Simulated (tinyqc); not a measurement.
# Ballistic conductance of a hard-wall wire of rectangular section by counting modes: conductance against size

Subband edges E_(a,b) = (C pi^2/m) [(a/W)^2 + (b/Hh)^2], a, b = 1, 2, ...; C = hbar^2/(2 m0). Every mode transmits fully; spin gives the factor 2 in 2 q^2/h, valleys the factor gv.

G = (2 q^2/h) gv M; at zero temperature M counts the edges below Ef, at T it is the sum of degeneracy times f. The smooth (Sharvin) count is kF^2 A/(4 pi), kF = sqrt(m Ef/C), A = W Hh, perimeter p = 2 (W + Hh), and with the boundary term kF^2 A/(4 pi) - kF p/(4 pi). f = 1/(1 + exp((E_n - Ef)/Vt)).

Parameters, values chosen for the exercise: temperature T = 77 K; mass m = 0.023 m0; valleys gv = 1; Fermi energy above the bulk band edge Ef = 0.3 eV; height Hh = 16 nm.

Constants: q = 1.602176634e-19 C, kB = 1.380649e-23 J/K, hbar = 1.054571817e-34 J s, h = 6.62607015e-34 J s, m0 = 9.1093837015e-31 kg, Vt = kB T/q, hbar^2/(2 m0) = 0.0380998212 eV nm^2. Results are converted to the units shown.

Result of one run:

| M at T = 0 | M at T | smooth count | with boundary term | G (uS) |
|---|---|---|---|---|
| 4 | 3.961 | 6.226 | 3.313 | 306.9 |

Which width W gave this result: 16.5, 21.8, 27, 32.3 or 53.4 nm?

W = 27 nm.

The whole series:

| W (nm) | M at T = 0 | M at T | smooth count | with boundary term | G (uS) |
|---|---|---|---|---|---|
| 11.2 | 1 | 1.000 | 2.583 | 0.7403 | 77.48 |
| 16.5 | 1 | 1.439 | 3.805 | 1.603 | 111.5 |
| 21.8 | 3 | 2.822 | 5.027 | 2.467 | 218.6 |
| 27 | 4 | 3.961 | 6.226 | 3.313 | 306.9 |
| 32.3 | 4 | 4.148 | 7.448 | 4.177 | 321.4 |
| 37.6 | 5 | 5.429 | 8.670 | 5.040 | 420.6 |
| 42.9 | 7 | 6.688 | 9.892 | 5.903 | 518.2 |
| 48.2 | 7 | 7.044 | 11.11 | 6.766 | 545.8 |
| 53.4 | 8 | 8.208 | 12.31 | 7.613 | 635.9 |
| 58.7 | 10 | 9.188 | 13.54 | 8.476 | 711.9 |
| 64 | 10 | 9.871 | 14.76 | 9.339 | 764.8 |

The integer count climbs from 1 to 10 in steps, and G from 77.5 to 765 uS. In the last row M at T is 33 % below the smooth count and 5.7 % above the count with the boundary term: hard walls push the wave away from the edge and cost modes. The largest gap between M at T and the integer count is 0.81.

Computed by the program tinyqc: `OMP_NUM_THREADS=1 python tinyqc.py 2740104 2740105 out.jsonl`, one thread of a shared Intel Xeon 2.30GHz, about 0.7 s for the whole run.
